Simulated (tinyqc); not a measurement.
Reverse leakage of an n+-p junction: diffusion, generation, trap-assisted and band-to-band tunnelling: one step of the calculation.

One-sided abrupt junction in the depletion approximation, x from the junction (0) to W on the p side, field F = F0 (1 - x/W). Flat quasi-Fermi levels, long p side. Traps generate through SRH with both lifetimes shortened by 1 + Gamma (Hurkx enhancement, form for moderate fields); band-to-band generation is local and needs a total bending above Eg.

Task. Current components. u = (Vbi + VR)(1 - x/W)^2, p = Na exp(-u/Vt), n = Nd exp((u - Vbi - VR)/Vt); G0 = ni^2 (1 - exp(-VR/Vt))/(tau (n + p + 2 ni cosh(Et/Vt))); Gamma = 2 sqrt(3 pi)(F/FG) exp((F/FG)^2); trap-assisted part G0 Gamma; G_bb = Ab F^2.5 exp(-Bb/F) with F in V/cm, zero unless Vbi + VR > Eg. 16 equal steps.

Each current is q times the trapezoid sum of its rate; J adds J_diff; J_bb under 1e-8 of the sum is given as 0.

Constants: q = 1.602176634e-19 C. Results are converted to the units shown.

```
point,x (nm),G0 (cm^-3 s^-1),G0 Gamma (cm^-3 s^-1),G_bb (cm^-3 s^-1)
0,0.00000,1.8197208e12,1.7681080e13,9.5969454e10
1,8.26837,8.4668142e16,7.1167781e17,5.2857775e9
2,16.53673,2.1102282e19,1.5355716e20,1.9471444e8
3,24.80510,2.1329074e19,1.3437573e20,4.3760997e6
4,33.07346,2.1329094e19,1.1625305e20,53091.440
5,41.34183,2.1329094e19,1.0039531e20,294.32123
6,49.61020,2.1329094e19,8.6431241e19,~0
7,57.87856,2.1329094e19,7.4048393e19,~0
8,66.14693,2.1328962e19,6.2981820e19,~0
9,74.41529,2.1305191e19,5.2947579e19,~0
10,82.68366,1.9356887e19,3.9866576e19,~0
11,90.95203,3.7925270e18,6.3260519e18,~0
12,99.22039,2.0146069e17,2.6263262e17,~0
13,107.48876,1.7929013e16,1.7214431e16,~0
14,115.75712,3.1675334e15,2.0014063e15,~0
15,124.02549,1.1191321e15,3.5082203e14,~0
16,132.29385,7.9115370e14,0,0
```

J_diff = 1.0061382e-7 A/cm^2

Wanted: J_SRH; J_TAT; J_bb; J.

Result.

J_SRH = 2.5679e-5 A/cm^2
J_TAT = 1.0971e-4 A/cm^2
J_bb = 0 A/cm^2
J = 1.3549e-4 A/cm^2

Range of the model: The n+ side is degenerate, so Vbi from Boltzmann statistics is only a guide.

Computed by the program tinyqc: `OMP_NUM_THREADS=1 python tinyqc.py 2290045 2290046 out.jsonl`, one thread of a shared Intel Xeon 2.30GHz, about 0.01 s for the whole run.

~0 in a residual or rate marks an entry under 1e-11 of the largest of its column.
